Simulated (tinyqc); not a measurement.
# Changing the standard deviation sigma

Model: current of a Schottky diode by thermionic-emission-diffusion theory, and its read-back from I-V-T and C-V data. Computed by tinyqc, a small Python program. Command: `OMP_NUM_THREADS=1 python tinyqc.py 3009648 3009649 out.jsonl schottky sweep`. One thread of a shared host (Intel(R) Xeon(R) Processor @ 2.30GHz), about 0.01 s of CPU time with the checks.

Full ionisation, no tunnelling, no recombination current. V is the voltage across the junction itself, forward positive.

Inputs (values chosen for the exercise, modelled on n-type amorphous oxide):

| quantity | value | unit |
|---|---|---|
| Richardson constant A* | 39.9 | A/(cm^2 K^2) |
| effective density of states at 300 K, N_c | 5e+18 | 1/cm^3 |
| permittivity eps | 10 | - |
| mobility mu | 11 | cm^2/(V s) |
| barrier without image force phi_0 (mean) | 0.893 | eV |
| doping N | 5.8e+16 | 1/cm^3 |
| junction voltage V | 0.35 | V |
| temperature T | 200 | K |
| relative change of sigma^2 with bias, rho | 0.35 | 1/V |

Barrier: Gaussian spread of heights.

Constants: k_B = 8.617333262e-05 eV/K; e = 1.602176634e-19 C; eps_0 = 8.8541878128e-12 F/m.

Method:
- N_c(T) = N_c (T/300 K)^(3/2); V_bi = phi_0 - (k_B T/e) ln(N_c(T)/N); surface field F = sqrt(2 e N (V_bi - V - k_B T/e)/(eps eps_0)); image lowering d_phi = sqrt(e F/(4 pi eps eps_0)); effective barrier phi = phi_0 - d_phi - sigma^2 (1 - rho V)/(2 k_B T).
- Collection velocity v_R = A* T^2/(e N_c(T)); diffusion velocity v_D = mu F; J = e N_c(T) v_R/(1 + v_R/v_D) exp(-phi/k_B T) [exp(e V/k_B T) - 1].
- Ideality n = (e/k_B T)/(d ln J/dV) by a central difference of +/- 1 mV; J_0 = J exp(-e V/(n k_B T)); apparent barrier phi_IV = k_B T ln(A* T^2/J_0); a C-V plot gives phi_CV = phi_0, the mean without lowering.
- A least-squares line of ln(J_0/T^2) against 1/(k_B T) gives a barrier (minus the slope) and a Richardson constant (exp of the intercept).

One run for each value:

| standard deviation sigma (meV) | apparent barrier phi_IV (eV) | ideality factor n | phi_CV - phi_IV (meV) | Richardson constant from the plot (A/(cm^2 K^2)) |
|---|---|---|---|---|
| 10 | 0.86575 | 1.0373 | 27.25 | 6.2914e+00 |
| 25 | 0.85052 | 1.0431 | 42.48 | 4.1116e+00 |
| 40 | 0.82224 | 1.0540 | 70.76 | 1.8661e+00 |
| 55 | 0.78089 | 1.0703 | 112.11 | 5.8820e-01 |
| 70 | 0.72650 | 1.0925 | 166.50 | 1.2876e-01 |
| 100 | 0.57854 | 1.1581 | 314.46 | 2.0664e-03 |
| 115 | 0.48498 | 1.2037 | 408.02 | 1.5151e-04 |
| 130 | 0.37836 | 1.2603 | 514.64 | 7.7145e-06 |

Give the missing row, standard deviation sigma (meV) = 85.

Computed row; columns: (1) standard deviation sigma (meV); (2) apparent barrier phi_IV (eV); (3) ideality factor n; (4) phi_CV - phi_IV (meV); (5) Richardson constant from the plot (A/(cm^2 K^2)):
```
(1)      (2)     (3)     (4)         (5)
85   0.65905  1.1215  233.95  1.9573e-02
```

Interpolating between the two neighbouring rows (the first column on a logarithmic scale, the others too where they are positive) misses most in Richardson constant from the plot (A/(cm^2 K^2)), by 31 %. Over the rows, apparent barrier phi_IV (eV) falls from 0.866 to 0.378 (exponent d ln y / d ln x -0.019 between the first rows and -2.0 between the last); ideality factor n rises from 1.04 to 1.26 (exponent d ln y / d ln x 0.0061 between the first rows and 0.37 between the last); phi_CV - phi_IV (meV) rises from 27.2 to 515 (exponent d ln y / d ln x 0.48 between the first rows and 1.9 between the last). The gap between C-V and I-V barriers grows as sigma^2/(2 k_B T), since capacitance averages the barrier while current seeks its low parts.
